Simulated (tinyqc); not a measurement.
# Valley-orbit splitting of a donor ground state, with strain, step by step

A worked calculation. Computed by tinyqc, a small Python program that keeps every step. Command: `OMP_NUM_THREADS=1 python tinyqc.py 3023413 3023414 out.jsonl valleyorbit walk`. One thread of a shared host (Intel(R) Xeon(R) Processor @ 2.30GHz), about 0.01 s of CPU time with the checks. Intermediate numbers are printed to about 7 digits and carried at full precision; extremes and crossings named in words are read from the listed rows.

The basis is the 1s envelope in each valley; energies are counted from the unstrained conduction-band edge. The strain is e_s (a a^T - 1/3) for the unit stress axis a, so valley j along n_j moves by Xi_u e_s w_j with w_j = (n_j.a)^2 - 1/3: +1/3 for [111] and [-1-11], -1/3 for the others.

Inputs (values chosen for the exercise, modelled on donors in germanium): single-valley binding energy E_0 = 9.56 meV; central-cell shift Lambda = 0.73 meV; coupling Delta_1 = 0.49 meV; shear deformation potential Xi_u = 15.8 eV; shear strain e_s = 0.00019; temperature T = 300 K; donor density N_D = 1.5e+14 cm^-3; density-of-states mass of one valley m_e = 0.22 m_0.

Valleys: four along <111>. Stress axis: [110].

Constants: k_B = 8.617333262e-05 eV/K; m_0 = 9.1093837015e-31 kg; k_B = 1.380649e-23 J/K; h = 6.62607015e-34 J s.

## Levels without strain

By symmetry: E(A1) = E_0 + Lambda + 3 Delta_1 (one state), E(T2) = E_0 + Lambda - Delta_1 (three), as binding energies.

E(A1) = 11.76 meV

E(T2) = 9.8 meV

Only A1 has all valley amplitudes in phase, so only it has weight at the nucleus.

## The valley matrix under strain

H_jj = -(E_0 + Lambda) + Xi_u e_s w_j; H_jk = -Delta_1 between any two valleys.

H (meV), rows [111], [1-1-1], [-11-1], [-1-11]:
```
[[-9.28933, -0.49000, -0.49000, -0.49000],
 [-0.49000, -11.29067, -0.49000, -0.49000],
 [-0.49000, -0.49000, -11.29067, -0.49000],
 [-0.49000, -0.49000, -0.49000, -9.28933]]
```

## Levels and ground state under strain

Diagonalise H; the ground vector has positive components. The density at the nucleus, and so the contact hyperfine coupling, scales as (sum_j c_j)^2/(number of valleys), which is 1 without strain; the envelopes are held fixed.

levels (meV): [-12.18062, -10.80067, -9.37938, -8.79933]

valley amplitudes of the ground state: [111] 0.2671863, [1-1-1] 0.6546843, [-11-1] 0.6546843, [-1-11] 0.2671863

hyperfine ratio A/A_0 = 0.8498453

The valleys that move down hold 85.7 % of the ground state, against 50.0 % without strain.

## Binding energy under strain

The binding energy is counted from the lowest valley edge, min_j Xi_u e_s w_j; the gap is from the ground state to the next level.

binding energy under strain = 11.17995 meV

gap to the first excited state = 1.379952 meV

## Populations and ionisation

z = sum over levels of exp(-(E - E_ground)/k_B T), the ground-state share being 1/z; N_c = 2 (2 pi m_e k_B T/h^2)^(3/2) sum_j exp(-(shift_j - lowest shift)/k_B T); n1 = N_c/(2 z) exp(-binding/k_B T), binding = lowest shift - E_ground; without compensation n = 2 N_D/(1 + sqrt(1 + 4 N_D/n1)) (Boltzmann statistics; p and higher states left out).

partition sum z = 3.722727

share of neutral donors in the ground state = 0.2686203

N_c = 9.971967e+18 cm^-3

n1 = 8.691100e+17 cm^-3

free electrons n = 1.499741e+14 cm^-3

Caution: k_B T exceeds a third of E_0, so the p and higher states, left out, hold part of the bound electrons.

## Strain dependence

The contact hyperfine ratio is A/A_0 = (sum_j c_j)^2/(number of valleys), c_j the valley amplitudes of the ground state; binding from the lowest valley edge.

Against strain:
```
e_s        Xi_u e_s (w_max - w_min) (meV)  binding (meV)  gap to next level (meV)      A/A_0
-0.001500                       -15.80000       10.84055                 1.040553  0.5615535
-0.000570                        -6.00400       10.93591                 1.135911  0.6551659
-0.000190                        -2.00133       11.17995                 1.379952  0.8498453
-0.000057                        -0.60040       11.50475                 1.704749  0.9780727
0.000057                          0.60040       11.50475                 1.704749  0.9780727
0.000190                          2.00133       11.17995                 1.379952  0.8498453
0.000570                          6.00400       10.93591                 1.135911  0.6551659
0.001500                         15.80000       10.84055                 1.040553  0.5615535
```

A/A_0 falls for either sign of strain, to 0.562 and 0.562 at the ends; its limits are the shares of the valleys that end up lowest, 2/4 under compression and 2/4 under tension. Near zero strain A/A_0 changes in second order, the binding in first. The binding energy drops from 11.76 meV to 10.84 and 10.84 meV, since fewer valleys share the valley-orbit gain.

## Do the excited 1s states matter for ionisation?

No strain here. The last two columns set z = 1, with the A1 depth, or use one level at E_0 with z equal to the number of valleys.

Ionised share:
```
T (K)         z  all 1s states  ground state alone  no splitting
6.8    1.105798   4.526380e-04        4.759747e-04  1.554453e-03
11.0   1.379424   2.646142e-02        3.100602e-02  4.901402e-02
17.0   1.787163   2.521818e-01        3.211959e-01  3.364422e-01
25.0   2.207821   6.968785e-01        8.130949e-01  7.629330e-01
34.0   2.536713   9.114436e-01        9.611764e-01  9.312078e-01
55.0   2.983910   9.871720e-01        9.956270e-01  9.891463e-01
91.0   3.336534   9.974218e-01        9.992245e-01  9.976641e-01
```

z grows from 1.106 to 3.34 of at most 4. Leaving out the excited states overstates the ionised share by up to 27.4 % (at 17.0 K); ignoring the splitting misses by a factor 3.43 at the lowest T and 1.00 at the highest.

Checks made by the program: symmetry formulas against diagonalisation (relative difference below 1e-10).
